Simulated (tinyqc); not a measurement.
Solid solubility of a dopant against its melt (retrograde solidus), clustering and the electrically active fraction. Changing the anneal temperature T_a. Computed by tinyqc, a small Python program. Command: `OMP_NUM_THREADS=1 python tinyqc.py 3013767 3013768 out.jsonl retro sweep`. One thread of a shared host (Intel(R) Xeon(R) Processor @ 2.30GHz), about 0.01 s of CPU time with the checks.

Inputs (values chosen for the exercise): total dopant density N_t = 1.9e+21 1/cm^3; atoms per cluster m = 3; cluster scale N* at 1273 K = 3.2e+20 1/cm^3; activation energy E_b of the cluster scale = 0.27 eV; mobility mu = 60 cm^2/(V s).

Clustering: clusters of m atoms, electrons left out.

Constants: k_B = 8.617333262e-05 eV/K; e = 1.602176634e-19 C.

Method. A highly soluble donor (another dopant than that of the solidus) is limited by clustering. Donors N_a are active, and clusters hold m atoms each: N_t = N_a + m C, m C = N* (N_a/N*)^m, with N*(T) = N*(1273 K) exp[-(E_b/k_B)(1/T - 1/1273)]. Resistivity = 1/(e mu N_a).

One run for each value:
```
anneal temperature T_a (K)  active density N_a (1/cm^3)  active fraction  resistivity (milliohm cm)
850                                           2.446e+20           0.1287                     0.4253
950                                           3.124e+20           0.1644                     0.3330
1050                                          3.797e+20           0.1998                     0.2740
1150                                          4.448e+20           0.2341                     0.2339
1250                                          5.070e+20           0.2668                     0.2052
1350                                          5.656e+20           0.2977                     0.1839
1450                                          6.205e+20           0.3266                     0.1676
1550                                          6.718e+20           0.3536                     0.1549
```

Over the rows, active density N_a (1/cm^3) rises from 2.45e20 to 6.72e20 (exponent d ln y / d ln x 2.2 between the first rows and 1.2 between the last); active fraction rises from 0.129 to 0.354 (exponent d ln y / d ln x 2.2 between the first rows and 1.2 between the last); resistivity (milliohm cm) falls from 0.425 to 0.155 (exponent d ln y / d ln x -2.2 between the first rows and -1.2 between the last).

Caution (all rows): this clustering law is a generic form; degeneracy and a doping-dependent mobility are left out.
